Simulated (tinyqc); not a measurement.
Two regimes over temperature: microkinetic model of low-temperature epitaxy from hydride gases: adsorption, hydrogen desorption and rate control. Computed by tinyqc, a small Python program. Command: `OMP_NUM_THREADS=1 python tinyqc.py 3025121 3025122 out.jsonl hepi walk`. One thread of a shared host (Intel(R) Xeon(R) Processor @ 2.30GHz), about 0.01 s of CPU time with the checks.

Each hydride molecule needs two free sites and leaves four hydrogen atoms, of which two leave at once as H2; theta is the hydrogen coverage, the site density is 6.78 per nm^2 and one layer is 1.358 angstrom thick.

Inputs (values chosen for the exercise, close to those used for silane and germane, with second-order desorption as on Si(111) but the site density of Si(001)):
```
quantity                                           value  unit
silane pressure p_S                                  2.6    Pa
sticking prefactor of silane s0                    0.058     -
adsorption barrier E_s                              0.15    eV
desorption prefactor nu_d                        2.1e+12   1/s
desorption energy on silicon E_d                    1.99    eV
hydrogen carrier pressure p_H                          0    Pa
sticking of hydrogen s_H                           5e-07     -
germane pressure p_G                                0.69    Pa
sticking ratio of germane to silane r_G              3.3     -
lowering of E_d per unit germanium fraction, dE     0.37    eV
```

Film: silicon-germanium. Order of hydrogen desorption: second.

Constants: k_B = 8.617333262e-05 eV/K; u = 1.6605390666e-27 kg; k_B = 1.380649e-23 J/K.

Method:
- Flux per site F = p/(sqrt(2 pi M k_B T) x 6.78e18 per m^2), M = 32.12 u (silane), 76.63 u (germane), 2.016 u (hydrogen); s = s0 exp(-E_s/(k_B T)); k_S = s F_S, k_G = r_G s F_G; germanium fraction x = k_G/(k_S + k_G); k = k_S + k_G; k_H = s_H F_H; k_d = nu_d exp(-(E_d - dE x)/(k_B T)).
- With k the hydride and k_H the hydrogen adsorption rate on free pairs and k_d the desorption rate, steady state: 2 (k + k_H)(1 - theta)^2 = k_d theta^2; growth rate R = k (1 - theta)^2 layers/s; 1 layer/s = 8.148 nm/min.
- Temperatures in kelvin are T(C) + 273.15.
- Limits: desorption-limited R = k_d k/(2 (k + k_H)), adsorption-limited R = k.

Growth:
```
T (C)    theta  G (nm/min)  desorption limit (nm/min)  adsorption limit (nm/min)
400    0.98345  1.0501e-01                 1.0857e-01                     383.32
450    0.95478  9.0441e-01                 9.9211e-01                     442.23
500    0.89547  5.4603e+00                 6.8095e+00                     499.73
550    0.79486  2.3368e+01                 3.6987e+01                     555.29
600    0.65725  7.1493e+01                 1.6550e+02                     608.57
650    0.50577  1.6105e+02                 6.2960e+02                     659.34
700    0.36794  2.8265e+02                 2.0879e+03                     707.51
750    0.25909  4.1338e+02                 6.1583e+03                     753.03
800    0.18043  5.3463e+02                 1.6422e+04                     795.94
850    0.12615  6.3860e+02                 4.0132e+04                     836.28
```

What follows from these numbers?

The apparent activation energy of G is 1.81 eV between the first rows and 0.37 eV between the last; full hydrogen cover gives a value near the desorption energy (plus E_s where k_H far exceeds k), a bare surface one near E_s less k_B T/2 from the flux. The coverage passes one half between 650 and 700 C, the knee of the Arrhenius plot.

Extremes, crossings and ranges named in words are read from the listed rows.
